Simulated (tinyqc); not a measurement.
Six-band Luttinger-Kohn model with strain: one step. Strain from a biaxial (001) stress.

Inputs chosen for the exercise (near those of Si; not measured data):
- C11 = 164.8 GPa
- C12 = 63.5 GPa
- C44 = 81.4 GPa
- load = biaxial (001) (kind of stress)
- X = 0.2 GPa (stress)

Problem. s11 = (C11 + C12)/((C11 - C12)(C11 + 2 C12)), s12 = -C12/((C11 - C12)(C11 + 2 C12)), s44 = 1/C44; exx = s11 sxx + s12 (syy + szz) and cyclic, exy = s44 sxy/2; tension is positive. A uniaxial stress X along the unit vector n is s_ij = X n_i n_j. Here sxx = syy = X, all else zero.

Give: s11, s12, s44; strain tensor.

Solution.

s11, s12, s44 (1/TPa): 7.7234  -2.1482  12.2850

strain tensor:
```
,x,y,z
x,0.001115,0.000000,0.000000
y,0.000000,0.001115,0.000000
z,0.000000,0.000000,-0.000859
```

The volume changes by +0.137 %; there is no shear in the cubic axes, so d does not enter.

Program tinyqc; command `OMP_NUM_THREADS=1 python tinyqc.py 1081544 1081545 out.jsonl`; about 0.05 s on one thread of a shared Intel(R) Xeon(R) Processor @ 2.30GHz.
